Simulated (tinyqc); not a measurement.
Deep-level transient spectroscopy (DLTS) of one majority-carrier trap: one step, computed by the program tinyqc.

A filling pulse loads the traps in a one-sided junction; under reverse bias they empty at the rate e, and the capacitance relaxes as C(t) = C_0 - dC exp(-e t). The signal is S = [C(t_2) - C(t_1)]/dC.

Question. Emission rate at T. e = g sigma v N_b exp(-E/k_B T), v = sqrt(3 k_B T/m), N_b = 2 M (2 pi m k_B T/h^2)^(3/2), sigma = sigma_0, E = E_t - dE with the one-dimensional Poole-Frenkel lowering dE = sqrt(e^3 F/(pi eps eps_0)), F being held as an input apart from the bias (the centre is charged when empty).

Inputs (values chosen for the exercise, for a model semiconductor):

| quantity | value | unit |
|---|---|---|
| density-of-states mass m | 0.0414 | m_0 |
| valleys M | 1 | - |
| trap depth E_t | 0.166 | eV |
| cross-section sigma_0 | 5.1e-14 | cm^2 |
| degeneracy ratio g | 2 | - |
| temperature T | 110 | K |
| dielectric constant eps | 19.5 | - |
| mean field F | 27000 | V/cm |

Carriers: electrons. Extra term: Poole-Frenkel lowering.

Constants: k_B = 8.617333262e-05 eV/K; k_B = 1.380649e-23 J/K; m_0 = 9.1093837015e-31 kg; h = 6.62607015e-34 J s; e = 1.602176634e-19 C; eps_0 = 8.8541878128e-12 F/m.

Give: thermal velocity v; N_b; sigma; E; emission rate e.

Answer.

thermal velocity v = 3.476e+07 cm/s

N_b = 4.693e+16 cm^-3

sigma = 5.10e-14 cm^2

E = 0.1378 eV

emission rate e = 81193 1/s
